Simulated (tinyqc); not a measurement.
Minimum-mode following (dimer method) and harmonic rate on a two-dimensional model surface: one step, computed by the program tinyqc. Command: `OMP_NUM_THREADS=1 python tinyqc.py 3028524 3028525 out.jsonl dimer walk`. One thread of a shared host (Intel(R) Xeon(R) Processor @ 2.30GHz), about 0.01 s of CPU time with the checks.

V(x, y) = h u^2 + t x + (kappa/2)(y + c u)^2 with u = x^2/w^2 - 1; the path runs from the minimum near (-w, 0) to that near (w, 0).

Problem. Stationary points. Newton steps x(new) = x - H^-1 grad V (moves limited to 0.3 angstrom) from (-w, 0), (w, 0) and (0, c) give the two minima and the saddle.

Inputs (values chosen for the exercise, for a model surface):

| quantity | value | unit |
|---|---|---|
| height h | 0.27 | eV |
| half width w | 1.2 | angstrom |
| transverse stiffness kappa | 1.7 | eV/angstrom^2 |
| curvature c | 0.28 | angstrom |
| tilt t | 0.039 | eV/angstrom |

Surface: curved double well.

Give: positions; energies; barrier from the start.

Solution.

positions (angstrom):
```
             x       y
start   -1.225  -0.012
end      1.173   0.012
saddle   0.052   0.279
```

energies (eV): start -0.0473, end 0.0463, saddle 0.2710

barrier from the start = 0.3183 eV
